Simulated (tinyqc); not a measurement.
Ellipsometry and reflectance of a transparent film on an absorbing substrate: effect of the angle of incidence.

Air (index 1), film, substrate with N2 = n2 - i k2; time factor exp(+i w t). q_j = sqrt(N_j^2 - sin^2 th), root with positive real part. Fresnel coefficients r_s = (q_a - q_b)/(q_a + q_b), r_p = (N_b^2 q_a - N_a^2 q_b)/(N_b^2 q_a + N_a^2 q_b). tan(Psi) exp(i Delta) = R_p/R_s, Delta taken from 0 to 360 degrees.

beta = 2 pi d q1/lam, X = exp(-2 i beta), R = (r01 + r12 X)/(1 + r01 r12 X) for p and s. dDelta/dd is the derivative of Delta; period lam/(2 q1).

Parameters, values chosen for the exercise; indices close to those of silicon dioxide on silicon: wavelength lam = 800 nm; index of the transparent film n1 = 1.449; film thickness d = 33 nm; index of the substrate n2 = 3.692; extinction coefficient of the substrate k2 = 0.0065.

Results:
```
th (degrees)	Psi (degrees)	Delta (degrees)	|R_p|^2	|R_s|^2	dDelta/dd (degrees/nm)	period (nm)
50	31.06	165.6	0.1677	0.4624	-0.4274	325.2
55	27.50	160.7	0.1360	0.5021	-0.5660	334.7
65	18.67	141.3	0.06871	0.6015	-1.004	353.8
70	14.24	118.1	0.04270	0.6625	-1.142	362.7
75	13.16	76.10	0.04003	0.7322	-0.3117	370.3
80	19.30	37.09	0.09943	0.8112	0.4056	376.3
85	30.87	15.01	0.3218	0.9003	0.2726	380.1
```

Estimate the missing row, th = 60 degrees.

Computed row:
```
th (degrees)	Psi (degrees)	Delta (degrees)	|R_p|^2	|R_s|^2	dDelta/dd (degrees/nm)	period (nm)
60	23.34	153.4	0.1021	0.5483	-0.7551	344.3
```

With this row back in the table: Psi goes from 31.1 through a minimum of 13.2 (at th = 75 among the rows listed) to 30.9 degrees and |R_p|^2 goes from 0.168 through a minimum of 0.0400 (at th = 75 among the rows listed) to 0.322. The slope of Delta is largest in size, 1.14 degrees/nm, at th = 70 among the rows. The bare substrate has its smallest |R_p| near arctan(n2) = 74.8 degrees.

Computed by the program tinyqc: `OMP_NUM_THREADS=1 python tinyqc.py 2870195 2870196 out.jsonl`, one thread of a shared Intel Xeon 2.30GHz, about 0.4 s for the whole run.
